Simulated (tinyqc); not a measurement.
# MESFET, gradual channel with velocity saturation: several studies

A uniformly doped n-type channel, depleted from the top by a Schottky gate; at channel potential V the depleted share of a is u = sqrt((Vbi - Vg + V)/Vp), s at the source. Electrons drift with v = mu E/(1 + mu E/vsat). Abrupt depletion edge, no series resistance, source at 0.

Values chosen for this exercise; material values close to those of silicon:
- T = 300 K (temperature)
- eps_r = 11.5 (relative permittivity of the semiconductor)
- Nc = 2.77e19 cm^-3 (conduction-band density of states at T)
- Nd = 3e16 cm^-3 (donor density of the channel)
- a = 400 nm (channel thickness)
- mu = 760 cm^2/(V s) (low-field mobility at this doping)
- vsat = 1.2e7 cm/s (saturation velocity)
- L = 0.5 um (gate length)
- W = 300 um (gate width)
- phiB = 0.79 V (Schottky barrier)
- Vg = 0 V (gate voltage)

Constants: q = 1.602176634e-19 C, kB = 1.380649e-23 J/K, Vt = kB T/q, eps0 = 8.8541878128e-14 F/cm where lengths are in cm. Results are converted to the units shown.

Each table varies one quantity; the others keep the values above.

## Effect of the channel thickness on saturation

Vbi = phiB - Vt ln(Nc/Nd); Vp = q Nd a^2/(2 eps0 eps_r); G0 = q mu Nd a W/L; Z = mu Vp/(vsat L); s = sqrt((Vbi - Vg)/Vp). I = (G0 Vp/3) F/(1 + Z (u^2 - s^2)), F = 3 (u^2 - s^2) - 2 (u^3 - s^3), with u at V = Vd; Z = 0 gives constant mobility, for which u stops at 1. The current peaks at u = um, the root of (1 - u)(1 + Z (u^2 - s^2)) = Z F/3; beyond Vdsat = Vp (um^2 - s^2) it is held at that value. gm = G0 (um - s)/(1 + Z (um^2 - s^2)).

Effect of the channel thickness on saturation:
```
a (nm)      Z      um  Vdsat (V)  Isat (mA)  Isat for Z = 0 (mA)  gm (mS)
250     1.869  0.9064     0.5985      4.048                7.780    8.151
300     2.691  0.8413     0.8900      8.238                20.67    9.393
370     4.093  0.7623      1.264      15.22                52.05    10.18
450     6.054  0.6892      1.657      24.20                111.1    10.53
540     8.718  0.6240      2.067      35.13                213.4    10.65
660     13.02  0.5568      2.574      50.62                421.5    10.61
800     19.13  0.4974      3.123      69.58                789.8    10.47
```

As a goes from 250 to 800 nm, Vdsat rises from 0.599 to 3.12 V, Isat rises from 4.05 to 69.6 mA and gm goes from 8.15 through a maximum of 10.6 (at a = 540 nm among the rows listed) to 10.5 mS. Isat is 0.520 of the constant-mobility value in the first row and 0.0881 in the last. For a = 300 to 800 nm the gate is shorter than 2 a, outside the gradual-channel approximation.

## Output curve

Same model as above.

Output curve:
```
Vd (V)  u (at most 1)  I for Z = 0 (mA)  I (mA)
0.3           0.49183            14.494  10.503
0.71          0.59200            30.905  16.271
1.12          0.67752            43.999  18.191
1.54          0.75515            54.418  18.484
1.95          0.82391            61.966  18.484
2.36          0.88735            67.141  18.484
2.77          0.94655            70.115  18.484
3.19           1.0000            71.027  18.484
3.6            1.0000            71.027  18.484
```

What does the table show?

With constant mobility the current rises from 14.5 to 71.0 mA and saturates at pinch-off, Vd = 3.16 V; with Z = 4.78 it saturates at 1.42 V and 18.5 mA. The two differ by 28 % in the first row and 74 % in the last. In every row the gate is shorter than 2 a, outside the gradual-channel approximation.

## Effect of the saturation velocity on saturation

Same model as above.

The same in every row: Isat for Z = 0 (mA) = 71.027.

Result of one run:
```
vsat (cm/s)       Z       um  Vdsat (V)  Isat (mA)  gm (mS)
3.1e7        1.8516  0.82283     1.9433     31.678   18.845
```

What becomes of these results when the saturation velocity vsat is changed from 3.1e7 to 2e7 cm/s, all else the same?

Result of the changed run:
```
vsat (cm/s)       Z       um  Vdsat (V)  Isat (mA)  gm (mS)
2e7          2.8700  0.78192     1.6954     25.156   14.514
```

The whole series:
```
vsat (cm/s)       Z       um  Vdsat (V)  Isat (mA)  gm (mS)
3e6          19.134  0.61064    0.79465     6.7373   3.6208
4.8e6        11.959  0.64904    0.97730     9.7167   5.2665
7.7e6        7.4547  0.69117     1.1905     13.716   7.5397
1.2e7        4.7834  0.73294     1.4152     18.484   10.357
2e7          2.8700  0.78192     1.6954     25.156   14.514
3.1e7        1.8516  0.82283     1.9433     31.678   18.845
5e7          1.1480  0.86413     2.2064     39.185   24.194
```

As vsat goes from 3e6 to 5e7 cm/s, Vdsat rises from 0.795 to 2.21 V, Isat rises from 6.74 to 39.2 mA and gm rises from 3.62 to 24.2 mS. Isat is 0.0949 of the constant-mobility value in the first row and 0.552 in the last. In every row the gate is shorter than 2 a, outside the gradual-channel approximation.

Program tinyqc, `OMP_NUM_THREADS=1 python tinyqc.py 2500110 2500111 out.jsonl`; Intel Xeon 2.30GHz, shared host, one thread, about 0.07 s.
